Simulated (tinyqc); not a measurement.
Short-channel transistor, virtual-source model with series resistance: one step of the calculation.

The current per gate width is the charge at the top of the source barrier (the virtual source) times its velocity times a saturation function; al and be are fitting constants of the model. Units: I in uA/um, Rs in ohm um, so I Rs = 1e-6 I Rs in volts; Q in uC/cm^2, so I = 1e-4 Q vx0 Fsat with vx0 in cm/s.

Problem. What the series resistance costs. Intrinsic voltages Vg' = Vgs - I Rs, Vd' = Vds - 2 I Rs. n = n0 + nd Vd', VT = VT0 - dl Vd', Ff = 1/(1 + exp((Vg' - VT + al Vt/2)/(al Vt))), Q = Cinv n Vt ln(1 + exp((Vg' - VT + al Vt Ff)/(n Vt))), Vdsat = (vx0 L/mu)(1 - Ff) + Vt Ff, Fsat = u/(1 + u^be)^(1/be) with u = Vd'/Vdsat, and I = Q vx0 Fsat per width. I0 is the current for Rs = 0. Effective velocity I/Q; transit time L Q/I.

Values chosen for this exercise: temperature T = 293 K; inversion capacitance Cinv = 3.49 uF/cm^2; velocity at the virtual source vx0 = 2.24e7 cm/s; apparent mobility mu = 89 cm^2/(V s); channel length L = 90 nm; threshold at zero drain voltage VT0 = 0.49 V; drain-induced barrier lowering dl = 0.083 V/V; subthreshold factor n0 = 1.56; growth of n with drain voltage nd = 0 1/V; threshold shift (in units of Vt) from weak to strong inversion al = 3.5; sharpness of saturation be = 1.8; series resistance of each contact Rs = 150 ohm um; gate voltage Vgs = 0.9 V; drain voltage Vds = 0.05 V.

Constants: q = 1.602176634e-19 C, kB = 1.380649e-23 J/K, Vt = kB T/q. Results are converted to the units shown.

converged I = 49.528609 uA/um
I0 = 71.904618 uA/um

Find: loss against I0; effective velocity; transit time.

Solution.

loss against I0 = 31.119 %
effective velocity = 3.4952e5 cm/s
transit time = 25.750 ps

tinyqc, about 0.01 s, one thread, Intel Xeon 2.30GHz (shared host): `OMP_NUM_THREADS=1 python tinyqc.py 2380052 2380053 out.jsonl`
